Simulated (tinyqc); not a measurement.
Chemical vapour deposition: Grove model, boundary layer, depletion and step coverage: one step, computed by the program tinyqc.

A precursor diffuses to the surface and reacts there at first order; each molecule that reacts adds one formula unit of film.

Problem. Step coverage in a trench. In a long trench of width w and depth l = aspect ratio x w: Knudsen diffusivity D_K = (2w) c/3 (hydraulic diameter 2w), combined as 1/D_e = 1/D_K + 1/D; D_e d2C/dz2 = 2 k_s C/w with D_e dC/dz = -k_s C at the floor. With m = sqrt(2 k_s/(w D_e)): C(floor)/C(top) = 1/[cosh(m l) + (k_s/(D_e m)) sinh(m l)].

Inputs (values chosen for the exercise, close to those used for silicon dioxide from an alkoxysilane): temperature T = 780 C; trench width w = 0.073 um; aspect ratio of the trench = 27.

Reactor: horizontal, atmospheric.

mean speed c = 32741.65 cm/s

gas diffusivity D = 5.410358 cm^2/s

surface rate constant k_s = 12.97178 cm/s

Give: Knudsen diffusivity D_K; effective diffusivity D_e; modulus m l; step coverage.

Solution.

Knudsen diffusivity D_K = 0.1593 cm^2/s

effective diffusivity D_e = 0.1548 cm^2/s

modulus m l = 0.9444

step coverage = 0.6670

Caution: the hydraulic-diameter form of D_K is rough for a slit.
